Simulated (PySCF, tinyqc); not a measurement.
Worked calculation: G0W0 on RHF in the sto-3g basis, for H3-, spin multiplicity 1. The basis has no diffuse functions, so it cannot describe the extra electron: this is an exercise in the method, not the real anion. The lowest restricted solution is unstable here: a spin-polarised one lies 0.0977 hartree lower (PySCF). One step of it, computed by the program tinyqc.

Problem. Iteration 5 (converged): orbitals. Diagonalise F' = X^T F X, C = X C', fill 2 alpha and 2 beta electrons from the bottom; D = 2 C_occ C_occ^T. Each column has its largest component positive (the first on a tie).

converged F (hartree):
```
           1H 1s      2H 1s      3H 1s
1H 1s   0.103899  -0.313525  -0.170180
2H 1s  -0.313525   0.102567  -0.173189
3H 1s  -0.170180  -0.173189   0.193259
```

X:
```
           1H 1s      2H 1s      3H 1s
1H 1s   1.204370  -0.278867  -0.230882
2H 1s  -0.278867   1.204188  -0.230558
3H 1s  -0.230882  -0.230558   1.175382
```

Give: F' = X^T F X; orbital energies; coefficients C; D after iteration 5.

Solution.

F' = X^T F X (hartree):
```
        1       2       3
1   0.452  -0.465  -0.210
2  -0.465   0.452  -0.215
3  -0.210  -0.215   0.431
```

orbital energies (hartree): MO1 -0.165, MO2 0.583, MO3 0.917

coefficients C:
```
         MO1     MO2     MO3
1H 1s  0.479  -0.510  -1.045
2H 1s  0.482  -0.492   1.052
3H 1s  0.238   1.196  -0.010
```

D after iteration 5:
```
        1H 1s   2H 1s   3H 1s
1H 1s   0.978   0.963  -0.992
2H 1s   0.963   0.948  -0.947
3H 1s  -0.992  -0.947   2.976
```
